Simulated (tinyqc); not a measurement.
Nanosheet or nanowire with hard walls, valleys of the Si type: one step. Valley masses for a [100] channel. Two cases, with inputs chosen for the exercise.

Task: Rotate w into the device axes and group equal valleys (|w_yz| counts); order by w_zz, then w_yy. 1/m_x = w_xx - w_xc w_c^-1 w_cx with c the block (y, z).

Six ellipsoidal valleys along the cube axes: inverse mass tensor w = 1/mt + (1/ml - 1/mt) a a^T with a the unit axis. Device axes: x along the channel, z = [001], y = z x x.

Case 1.

Values chosen (out of a larger set: near those of Si; not measured data): ml = 0.899 m0 (longitudinal mass); mt = 0.192 m0 (transverse mass); channel = 100 (transport direction x on a (001) wafer).

Case 2.

Values chosen (out of a larger set: near those of Si; not measured data): ml = 0.906 m0 (longitudinal mass); mt = 0.188 m0 (transverse mass); channel = 100 (transport direction x on a (001) wafer).

Give: Valleys.

Result:

Case 1.

Valleys:
```
group  valleys g    w_yy    w_zz  |w_yz|  m_x (m0)
A              2  5.2083  1.1123  0.0000    0.1920
B              2  1.1123  5.2083  0.0000    0.1920
C              2  5.2083  5.2083  0.0000    0.8990
```

The lightest transport mass, 0.192 m0, belongs to groups A and B.

Case 2.

Valleys:
```
group  valleys g    w_yy    w_zz  |w_yz|  m_x (m0)
A              2  5.3191  1.1038  0.0000    0.1880
B              2  1.1038  5.3191  0.0000    0.1880
C              2  5.3191  5.3191  0.0000    0.9060
```

The lightest transport mass, 0.188 m0, belongs to groups A and B.

Computed by tinyqc, one run a case: `OMP_NUM_THREADS=1 python tinyqc.py N N+1 out.jsonl` with N = 1280926, 1281119; one thread of a shared Intel(R) Xeon(R) Processor @ 2.30GHz, about 0.05 s a run at most.
